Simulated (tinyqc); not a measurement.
Spin coating of a resist or spin-on film: centrifugal thinning, evaporation and the final thickness (Emslie and Meyerhofer models): one step, computed by the program tinyqc. Command: `OMP_NUM_THREADS=1 python tinyqc.py 3111214 3111215 out.jsonl spincoat walk`. One thread of a shared host (Intel(R) Xeon(R) Processor @ 2.30GHz), about 0.09 s of CPU time with the checks.

A Newtonian film stays uniform over the wafer; solvent and solids have the same density and the concentration is uniform through the thickness.

Task: Thinning without evaporation. dh/dt = -K h^3 gives h = h0/sqrt(1 + 2 K h0^2 t); for long times h = 1/sqrt(2 K t).

Inputs (values chosen for the exercise, of the order of those of a polymer resist in an ester solvent): starting thickness h0 = 300 micrometre; time t = 0.33 s.

flow constant K = 0.001056038 1/(micrometre^2 s)

Give: h(t) without evaporation; long-time form; time 1/(2 K h0^2).

Result:

h(t) without evaporation = 37.58 micrometre

long-time form = 37.88 micrometre

time 1/(2 K h0^2) = 0.005261 s

The long-time form is within 0.79 %: the starting thickness is forgotten.
